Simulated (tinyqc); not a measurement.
Worked calculation: deep level with several charge states, and Shockley-Read-Hall recombination. Values are carried at full precision from step to step, so a last printed digit may differ when a step is redone from the rounded ones.

Energies from Ev. The defect has charge states 0, -1, -2 with weights 1, gm exp((EF - E1)/kT), exp((2 EF - E1 - E2)/kT); the shares are the weights over their sum. Boltzmann carriers: n = Nc exp((EF - Eg)/kT), p = Nv exp(-EF/kT). Neutrality: p - n + Nd + Nt <q> = 0.

Constants: kB = 8.617333262e-05 eV/K.

Inputs chosen for the exercise (gap and densities of states near those of Ge at this temperature; not measured data): Eg = 0.646 eV (gap); Nc = 1.3e+19 1/cm^3 (conduction-band density of states); Nv = 6.68e+18 1/cm^3 (valence-band density of states); T = 350 K; E1 = 0.254 eV (level (0/-1) above Ev); E2 = 0.47 eV (level (-1/-2) above Ev); gm = 2 (degeneracy of the middle state, the others 1); Nt = 1.2e+14 1/cm^3 (defects); Nd = 4.8e+14 1/cm^3 (ionised shallow donors minus acceptors); E_try = 0.26 eV (trial Fermi level); Et = 0.47 eV (recombination level above Ev); sn = 4.8e-15 cm^2 (electron capture cross-section); sp_ = 4.2e-14 cm^2 (hole capture cross-section); vth = 20000000 cm/s (thermal velocity, both carriers); Nm = 1.2e+15 1/cm^3 (equilibrium electrons for the lifetime steps); dn = 2.8e+13 1/cm^3 (excess pairs).

## Charge states at a trial Fermi level

Form the exponents, the shares, the mean charge and the residual of neutrality at EF = E_try.

exponents of the second and third weights: 0.199  -6.764

shares: 0 0.2906, -1 0.7091, -2 0.0003

<q> = -0.7098

n, p (1/cm^3): 3.60e+13  1.20e+15

residual = 1.56e+15 1/cm^3

The residual is positive, so EF must rise.

## The neutral state

Solve for EF.

EF = 0.3367 eV

shares at EF: 0 0.031, -1 0.963, -2 0.006

n = 4.58e+14 1/cm^3
p = 9.47e+13 1/cm^3

Without the defects the majority density would be 5.58e+14 1/cm^3; with them the density of these carriers is 4.58e+14, so they compensate part of the doping. Most defects are in the state -1.

## Recombination through one level

One level at Et with degeneracy 1: tn = 1/(sn vth Nt), tp = 1/(sp_ vth Nt), n1 = Nc exp((Et - Eg)/kT), p1 = Nv exp(-Et/kT), ni^2 = n1 p1. Equilibrium n0 = Nm, p0 = ni^2/Nm; n = n0 + dn, p = p0 + dn. U = (n p - ni^2)/(tp (n + n1) + tn (p + p1)), lifetime dn/U; emission rates en = sn vth n1, ep = sp_ vth p1.

Evaluate each quantity.

tn, tp (microsecond): 0.08681  0.009921

n1, p1 (1/cm^3): 3.80e+16  1.14e+12

U = 8.97e+19 1/(cm^3 s)
lifetime = 0.312 microsecond

The lifetime is 31.475 times the minority capture time tp and 3.23 times tn + tp, the limit of high injection.

## Emission and generation in a depleted region

With n = p = 0 the level generates pairs at G = Nt en ep/(en + ep); generation lifetime tg = ni/G; current density e G W for a width W = 1 micrometre, e = 1.602176634e-19 C.

en, ep (1/s): 3.65e+09  9.58e+05

G = 1.15e+20 1/(cm^3 s)
tg = 1.81 microsecond
current density = 0.00184 A/cm^2

The slower step, hole emission, limits the rate: en/ep = 3.81e+03.

## Checks

- U against hole capture minus emission at the steady occupation of the level (1/(cm^3 s)): both 8.967e+19.

Run: tinyqc, `OMP_NUM_THREADS=1 python tinyqc.py 1680339 1680340 out.jsonl`; Intel(R) Xeon(R) Processor @ 2.30GHz, one thread, shared host; about 0.01 s of CPU time with all checks.
